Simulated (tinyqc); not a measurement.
# Lossy interposer transmission line with skin effect: two studies

A uniform line in a homogeneous dielectric: c = sqrt(er)/(c0 Z0), l = Z0 sqrt(er)/c0 (c0 = 299792458 m/s), g = w c td, w = 2 pi f. The resistance joins its limits as r = sqrt(r_dc^2 + r_hf^2), with r_dc = rho/(wd th), r_hf = kr rho/(2 delta (wd + th)), delta = sqrt(rho/(pi f mu0)), mu0 = 4 pi 1e-7 H/m; this is an interpolation, and internal inductance, up to 0.05 nH/mm at low frequency, is neglected.

Parameters, values chosen for the exercise:
```
symbol  value     unit                                  meaning
wd        6.7       um                       width of the strip
th        1.1       um                   thickness of the strip
rho       2.2  uohm cm                              resistivity
er        3.9                             relative permittivity
td          0                                      loss tangent
Z0         75      ohm             lossless impedance sqrt(l/c)
kr        1.2           factor for crowding and the return path
len       2.5       mm                                   length
Rg        100      ohm                        source resistance
RL       1000      ohm                          load resistance
CL        300       fF                         load capacitance
f        0.59      GHz                                frequency
```

Each table varies one quantity; the others keep the values above.

## Line properties against frequency

gamma = sqrt((r + i w l)(g + i w c)) = alpha + i beta, Zc = sqrt((r + i w l)/(g + i w c)), roots with positive real part; loss 8.685889638 alpha in dB; phase velocity w/beta. ZL = 1/(1/RL + i w CL); reflection (ZL - Zc)/(ZL + Zc); Zin = Zc (ZL + Zc tanh(gamma len))/(Zc + ZL tanh(gamma len)); H = V_load/V_source = [Zin/(Zin + Rg)]/[cosh(gamma len) + (Zc/ZL) sinh(gamma len)].

Line properties against frequency:
```
f (GHz)	r (ohm/mm)	r/(w l)	loss (dB/mm)	|Zc| (ohm)	phase velocity over c0	length in wavelengths	|H| (dB)
0.01	2.986	96.19	0.02480	735.6	0.07264	0.001148	-0.8866
0.03	2.988	32.08	0.04253	424.9	0.1245	0.002010	-0.8869
0.09	2.993	10.71	0.07147	246.0	0.2088	0.003594	-0.8889
0.3	3.011	3.233	0.1178	138.0	0.3420	0.007315	-0.9116
0.8	3.053	1.229	0.1555	94.42	0.4454	0.01498	-1.059
2	3.153	0.5078	0.1772	79.43	0.4917	0.03392	-1.852
7	3.537	0.1628	0.2041	75.49	0.5047	0.1157	-6.294
20	4.381	0.07056	0.2535	75.09	0.5061	0.3296	-10.61
60	6.304	0.03385	0.3650	75.02	0.5063	0.9882	-21.78
```

r equals w l at 0.989 GHz: below it |Zc| and the delay grow as in an RC line, above it |Zc| tends to Z0 = 75 ohm and the velocity to 1/sqrt(er) = 0.506 c0. The loss goes as f^(0.49) between the first two rows and f^(0.33) between the last two. |H| is -0.887 dB in the first row and -21.8 dB in the last; between rows it can pass through resonances that the table doesn't show.

## Effect of the width of the strip

Same model as above.

Z0 is held fixed by scaling the dielectric height.

Effect of the width of the strip:
```
wd (um)	r (ohm/mm)	r/(w l)	loss (dB/mm)	|Zc| (ohm)	phase velocity over c0	length in wavelengths	|H| (dB)
1.7	11.86	6.478	0.3535	192.0	0.2605	0.01888	-1.189
2.6	7.779	4.248	0.2751	156.7	0.3092	0.01591	-1.093
4.2	4.830	2.637	0.2024	126.0	0.3664	0.01343	-1.024
6.5	3.128	1.708	0.1484	105.5	0.4149	0.01186	-0.9837
10	2.037	1.112	0.1056	91.72	0.4533	0.01085	-0.9580
16	1.275	0.6961	0.07010	82.79	0.4808	0.01023	-0.9401
26	0.7854	0.4288	0.04451	78.23	0.4956	0.009928	-0.9286
40	0.5108	0.2789	0.02930	76.42	0.5016	0.009809	-0.9221
```

What does the table show?

As wd goes from 1.7 to 40, the loss falls from 0.353 to 0.0293 dB/mm, |Zc| falls from 192 to 76.4 ohm and |H| goes from -1.19 to -0.922 dB, with its highest value among the rows, -0.922 dB, at wd = 40.

Computed by the program tinyqc: `OMP_NUM_THREADS=1 python tinyqc.py 2810198 2810199 out.jsonl`, one thread of a shared Intel Xeon 2.30GHz, about 0.01 s for the whole run.
